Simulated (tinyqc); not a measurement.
Inside a calculation. Model: gas flow in a process chamber: flow regimes, conductance, effective pumping speed, pump-down, outgassing and purge. Computed by tinyqc, a small Python program that keeps every step. Command: `OMP_NUM_THREADS=1 python tinyqc.py 3121112 3121113 out.jsonl pump walk`. One thread of a shared host (Intel(R) Xeon(R) Processor @ 2.30GHz), about 0.06 s of CPU time with the checks. Intermediate numbers are printed to about 6 digits and carried at full precision; extremes and crossings named in words are read from the listed rows.

Ideal gas, isothermal flow, a pump of constant speed at the end of a round pipe; process gas, volume gas and outgassing are given the same properties. 1 sccm = 101325 Pa x 1e-6 m^3/60 s x T/273.15 K.

Inputs (values chosen for the exercise, modelled on hydrogen near room temperature):
```
quantity                   value            unit
molar mass M               2.016           g/mol
molecular diameter          0.27              nm
viscosity eta                8.9   micropascal s
temperature T                300               K
chamber volume V             240               L
wall area                   0.42             m^2
pipe diameter d               25              cm
pipe length l                 29              cm
pump speed S                 870             L/s
process gas flow              43            sccm
outgassing rate after 1 h  9e-06  Pa m^3/(s m^2)
outgassing exponent n        0.7               -
starting pressure p0        1800              Pa
target base pressure       7e-06              Pa
```

Constants: k_B = 1.380649e-23 J/K; u = 1.6605390666e-27 kg.

## Molecular flow

Mean speed c = sqrt(8 k_B T/(pi m)); aperture conductance C_a = c pi d^2/16; molecular pipe C_m = C_a/(1 + 3 l/(4 d)) (Dushman form); viscous pipe C_v = pi d^4 p_mean/(128 eta l); Knudsen interpolation C = C_v + C_m (1 + x)/(1 + 1.24 x), x = d p_mean sqrt(m/(k_B T))/eta. Effective speed 1/S_eff = 1/S + 1/C_m; time constant V/S_eff; pressure at which the free path k_B T/(sqrt2 pi d_m^2 p) equals d.

mean speed c = 1775.02 m/s

C_a = 21782.7 L/s

C_m = 11648.5 L/s

S_eff in molecular flow = 809.538 L/s

time constant = 0.296466 s

pressure where the free path equals d = 0.0511531 Pa

The pipe passes on 93 % of the pump speed.

## Process pressure

Steady flow: the pump inlet is at p_2 = Q/S, and the chamber pressure p_1 solves Q = C((p_1 + p_2)/2) (p_1 - p_2). Residence time = p_1 V/Q. Knudsen number = free path at the mean pressure over d.

throughput Q = 79.7543 Pa L/s

p_2 = 0.0916716 Pa

chamber pressure p_1 = 0.0975889 Pa

conductance C = 13478.0 L/s

residence time = 0.293669 s

Knudsen number = 0.540558

The flow in the pipe is transitional.

## Purging a well-mixed chamber

With steady flow a contaminant decays as exp(-t/residence time); gas used = flow x time.

time to dilute 1e3 times = 2.02859 s

time to dilute 1e6 times = 4.05719 s

gas used for 1e6 = 2.90765 standard cm^3

## Pump-down curve

Pump-down: V dp/dt = -S_eff(p) p + q(t) A, with S_eff = S p_2/p, where p_2 solves C((p + p_2)/2) (p - p_2) = S p_2 at each moment, and q(t) = q_1 (1 h/(t + 10 s))^n; integrated adaptively. At long times p = q(t) A/S_eff. S_eff(p) is tabulated at 260 pressures and interpolated in ln p. Comparison columns: p0 exp(-t/time constant) with the molecular S_eff (0 below 1e-26 p0), and the outgassing limit.

Pressure against time:
```
t (s)        p (Pa)  S_eff (L/s)  volume gas only (Pa)  outgassing limit (Pa)
0.3     6.06720e+02      869.966           6.54335e+02            2.81631e-04
1       4.79914e+01      869.577           6.17114e+01            2.68962e-04
3       4.09617e-02      810.592           7.25356e-02            2.39280e-04
10      1.78880e-04      809.510           4.03833e-12            1.76989e-04
30      1.09524e-04      809.521                     0            1.08949e-04
100     5.37673e-05      809.529                     0            5.36651e-05
300     2.60020e-05      809.534                     0            2.59844e-05
1000    1.13692e-05      809.536                     0            1.13669e-05
3600    4.66055e-06      809.537                     0            4.66027e-06
20000   1.40539e-06      809.537                     0            1.40538e-06
100000  4.55656e-07      809.538                     0            4.55655e-07
```

From t = 10 s on the pressure is within 20 % of the outgassing limit, which falls only as (t + 10 s)^-0.7: walls, not volume, set the time to base pressure.

## Time to base pressure

From the outgassing limit: t = 1 h x (q_1 A/(S_eff p_target))^(1/n) - 10 s; monolayer time at the target = 1e19 m^-2 x 4 k_B T/(p c) for unit sticking.

time to the target = 0.558006 h

monolayer time = 13.3341 s

Checks made by the program: throughput from C and the pressure drop (relative difference 1e-10).
